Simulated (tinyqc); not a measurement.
Comparisons within one model: coherent potential approximation for a binary alloy with a semi-elliptic band. A value that a table varies takes the place of the one given here.

Site levels eA = -x d (share 1 - x) and eB = (1 - x) d (share x), so that their mean, the virtual crystal, is 0. Pure band: G0(z) = 2 (z - sqrt(z - W) sqrt(z + W))/W^2 with principal roots, density -Im G/pi per site. The medium has a self-energy S(z), G = G0(z - S), z = E + i eta. t_i = (e_i - S)/(1 - (e_i - S) G); the CPA demands <t> = (1 - x) tA + x tB = 0. Iteration: start at S = 0, set S(new) = S + <t>/(1 + <t> G), stop when |<t>| < 1e-9 eV.

Parameters, chosen for this exercise:

| symbol | value | unit | meaning |
|---|---|---|---|
| W | 4.5 | eV | half width of the pure band |
| x | 0.13 |  | fraction of B |
| d | 0.73 | eV | eB - eA |
| eta | 0.09 | eV | broadening |
| E1 | -4.6 | eV | first energy |
| dE | 0.7 | eV | step |
| E | -0 | eV | energy |

## Virtual crystal, CPA and unmixed bands

Fifteen energies E1 + j dE. Virtual crystal: G0(z). Unmixed: (1 - x) G0(z - eA) + x G0(z - eB), the limit of large separate grains.

Densities (1/eV) and self-energy (eV):

| E (eV) | virtual crystal | CPA | unmixed | Re S | Im S |
|---|---|---|---|---|---|
| -4.60 | 0.0098 | 0.0108 | 0.0149 | -0.0180 | -0.0014 |
| -3.90 | 0.0680 | 0.0688 | 0.0652 | -0.0193 | -0.0088 |
| -3.20 | 0.0967 | 0.0969 | 0.0960 | -0.0177 | -0.0131 |
| -2.50 | 0.1149 | 0.1147 | 0.1144 | -0.0157 | -0.0164 |
| -1.80 | 0.1269 | 0.1265 | 0.1266 | -0.0135 | -0.0193 |
| -1.10 | 0.1344 | 0.1338 | 0.1341 | -0.0109 | -0.0217 |
| -0.40 | 0.1381 | 0.1374 | 0.1379 | -0.0079 | -0.0239 |
| 0.30 | 0.1384 | 0.1376 | 0.1381 | -0.0044 | -0.0257 |
| 1.00 | 0.1351 | 0.1343 | 0.1349 | -0.0003 | -0.0271 |
| 1.70 | 0.1282 | 0.1274 | 0.1279 | 0.0044 | -0.0278 |
| 2.40 | 0.1169 | 0.1163 | 0.1166 | 0.0099 | -0.0275 |
| 3.10 | 0.0998 | 0.0995 | 0.0993 | 0.0164 | -0.0255 |
| 3.80 | 0.0731 | 0.0737 | 0.0721 | 0.0236 | -0.0205 |
| 4.50 | 0.0173 | 0.0210 | 0.0178 | 0.0288 | -0.0061 |
| 5.20 | 0.0028 | 0.0029 | 0.0037 | 0.0179 | -0.0007 |

d/W = 0.16. CPA and virtual crystal differ by at most 0.004 1/eV, at 4.50 eV, against a peak of 0.141 for the pure band. |Im S| is largest at 1.70 eV (Im S = -0.028 eV); where the density is near zero this is no damping of states. On these rows the CPA density keeps one maximum: the bands are amalgamated.

## Bowing of the band edge from disorder

For eta = 0 the CPA reads G = (1 - x)/(y - eA) + x/(y - eB) with y = E - W^2 G/4; the lower edge is the maximum of E(y) = y + W^2 G(y)/4 for y < eA. The virtual crystal puts it at -W. Second order: -W - 2 x (1 - x) d^2/W, from S = x (1 - x) d^2 G0(-W), G0(-W) = -2/W.

Lower edge (eV):

| x | edge | edge + W | second order | (edge + W)/(x (1 - x)) |
|---|---|---|---|---|
| 0.05 | -4.5087 | -0.0087 | -0.0113 | -0.1827 |
| 0.10 | -4.5168 | -0.0168 | -0.0213 | -0.1867 |
| 0.25 | -4.5376 | -0.0376 | -0.0444 | -0.2003 |
| 0.40 | -4.5520 | -0.0520 | -0.0568 | -0.2167 |
| 0.50 | -4.5574 | -0.0574 | -0.0592 | -0.2296 |
| 0.60 | -4.5587 | -0.0587 | -0.0568 | -0.2447 |
| 0.75 | -4.5512 | -0.0512 | -0.0444 | -0.2732 |
| 0.90 | -4.5282 | -0.0282 | -0.0213 | -0.3129 |
| 0.95 | -4.5157 | -0.0157 | -0.0113 | -0.3302 |

second-order coefficient = -0.2368 eV

Disorder pushes the edge below the virtual crystal, most at x = 0.6 (-59 meV). The coefficient runs from -0.183 at x = 0.05 to -0.330 eV at 0.95, against -0.237 in second order: it depends strongly on x and is largest in size where the low-lying A atoms are dilute and act as attractive impurities.

## When the band splits

x as given, d varied, eta as given. The density is taken at E = (eA + eB)/2 and at E = eA + eB = (1 - 2x) d, where S has its pole for well split bands; a gap shows as a density of the size of the broadening tail.

Between the two levels:

| d/W | d (eV) | density at the midpoint (1/eV) | density at (1 - 2x) d (1/eV) | Im S at the midpoint (eV) |
|---|---|---|---|---|
| 0.2 | 0.90 | 0.1371 | 0.1359 | -0.038 |
| 0.4 | 1.80 | 0.1326 | 0.1271 | -0.137 |
| 0.6 | 2.70 | 0.1261 | 0.1109 | -0.255 |
| 0.8 | 3.60 | 0.1180 | 0.0834 | -0.349 |
| 1.0 | 4.50 | 0.1083 | 0.0233 | -0.402 |
| 1.2 | 5.40 | 0.0963 | 0.0106 | -0.414 |
| 1.5 | 6.75 | 0.0713 | 0.0114 | -0.355 |
| 2.0 | 9.00 | 0.0043 | 0.0061 | -0.070 |

The midpoint density falls from 0.137 to 0.0043 1/eV; it first drops below a tenth of the pure peak (0.014) at d/W = 2. At (1 - 2x) d the density drops below that mark at d/W = 1.2, so the bands have parted by then (this mark lags the true splitting), and is least, 0.0061, at d/W = 2. For x = 1/2 the two coincide and the band splits at d = W exactly; here x = 0.13. The size of Im Sigma at the midpoint is largest at d/W = 1.2. It is a lifetime only where the density there is finite; for well separated bands, d/W above 1/(2 sqrt(x (1 - x))), S has a pole in the gap at (1 - 2x) d.

## What each parameter does

Converged values at E. Each row changes one parameter from the base and keeps the others.

Results:

| case | Re S (eV) | Im S (eV) | density (1/eV) |
|---|---|---|---|
| base | -0.0059 | -0.0250 | 0.1379 |
| W = 4.95 eV | -0.0050 | -0.0229 | 0.1257 |
| x = 0.18 | -0.0068 | -0.0331 | 0.1377 |
| d = 0.803 eV | -0.0078 | -0.0299 | 0.1378 |
| eta = 0.18 eV | -0.0057 | -0.0245 | 0.1352 |
| E = 0.45 eV | -0.0036 | -0.0260 | 0.1372 |

The largest shifts from the base row, up to three for each result and ties (the steps differ in size, so this ranks the rows, not the parameters). Re S (eV): E +0.0024, d -0.0019, W +0.0010. Im S (eV): x -0.0081, d -0.0049, W +0.0020. density (1/eV): W -0.0122, eta -0.0027, E -0.0008.

Program tinyqc; command `OMP_NUM_THREADS=1 python tinyqc.py 1451682 1451683 out.jsonl`; about 0.01 s on one thread of a shared Intel(R) Xeon(R) Processor @ 2.30GHz.
